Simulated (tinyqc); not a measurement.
From a target to a composition: model-solid line-up of a strained alloy layer on a substrate.

Problem. A layer of the alloy is strained to the substrate, and its gap (Ec minus the top valence edge) is given. Find x between 0.09 and 0.95, where the gap is monotonic.

All values of the alloy are linear in x but the gap, Eg(x) = (1 - x) Eg_A + x Eg_B - C x (1 - x), and the valence edge, Ev(x) = (1 - x) Ev_A + x Ev_B + fv C x (1 - x); Ec = Ev + Eg. Ev is the top of the unstrained valence band on a scale common to all materials. In the layer only the Gamma valley of the conduction band is followed, also where an X or L valley would lie lower.

Coherent growth on a (001) face: e_par = (a_s - a)/a, e_perp = -2 (C12/C11) e_par; exx = eyy = e_par, ezz = e_perp, no shear.

Strained edges: Ec + ac tr(e); the valence edges are Ev plus the levels of the 6 x 6 matrix of X, Y, Z times spin with -Dso/3 + l exx + m (eyy + ezz) on the diagonal (cyclic), n exy off it, l = av + 2 b, m = av - b, n = sqrt(3) d. Spin-orbit term (Dso/3) L.sigma on X, Y, Z with (L_k)_ij = -i epsilon_kij: <X+|H|Y+> = -i Dso/3, <X+|H|Z-> = Dso/3, <Y+|H|Z-> = -i Dso/3, <Z+|H|X-> = -Dso/3, <Z+|H|Y-> = i Dso/3, <X-|H|Y-> = i Dso/3, and their conjugates; + and - are the spin along z.

Values chosen for the exercise (A near AlAs, B near InAs, substrate near InP; the results hold for these values, not for the real material): a = (5.665, 6.066) angstrom (lattice constant of A, B); Eg = (3.115, 0.418) eV (gap at Gamma to the s-like level of A, B); Dso = (0.283, 0.391) eV (spin-orbit splitting of A, B); Ev = (-1.31, -0.59) eV (top of the unstrained valence band of A, B); ac = (-5.7, -5.08) eV (conduction deformation potential of A, B); av = (2.48, 1) eV (valence hydrostatic potential of A, B); b = (-2.3, -1.82) eV (tetragonal shear potential of A, B); d = (-3.42, -3.62) eV (trigonal shear potential of A, B); C11 = (123.8, 82.4) GPa (of A, B); C12 = (53, 45.5) GPa (of A, B); C44 = (54.9, 40) GPa (of A, B); C = 0.613 eV (bowing of the gap); fv = 0 (share of the bowing taken by the valence edge); a_s = 5.868 angstrom (substrate); face = 001 (growth face).

strained gap = 1.646361 eV

Find: x; e_par; gap of the relaxed alloy.

Solution. Bisect on x; the strained gap is 2.3707 eV at x = 0.09 and 0.5769 eV at x = 0.95.

x = 0.480
e_par = 0.180 %
gap of the relaxed alloy = 1.667 eV

Computed by tinyqc, a small Python program: `OMP_NUM_THREADS=1 python tinyqc.py 1080168 1080169 out.jsonl` (the numbers bound the seed that draws the inputs); one thread of a shared host (Intel(R) Xeon(R) Processor @ 2.30GHz), about 0.01 s for the whole set of steps.
